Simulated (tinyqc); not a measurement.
From results to parameters: minimal-basis H2. Computed by the program tinyqc with PySCF.

Problem. For two electrons in the two orbitals of minimal-basis H2, the CIS energies are e2 - e1 - J12 + 2 K12 and e2 - e1 - J12, and E_corr = D - sqrt(D^2 + K12^2) with 2D the energy of the double excitation. Find J12, K12, D, the MP2 energy and the weight of the double excitation.

orbital gap e2 - e1 = 0.84485424 hartree
CIS singlet and triplet energies (hartree): 0.645395  0.237784
FCI correlation energy = -0.04335053 hartree

Solution. Half the singlet-triplet splitting is K12, the gap less the triplet energy is J12, D = (E_corr^2 - K12^2)/(2 E_corr), MP2 is -K12^2/(2 gap), and the weight is c^2/(1 + c^2) with c = E_corr/K12.

J12, K12, D (hartree): 0.607  0.204  0.457
MP2 correlation energy = -0.02458 hartree
weight of the double excitation = 0.043
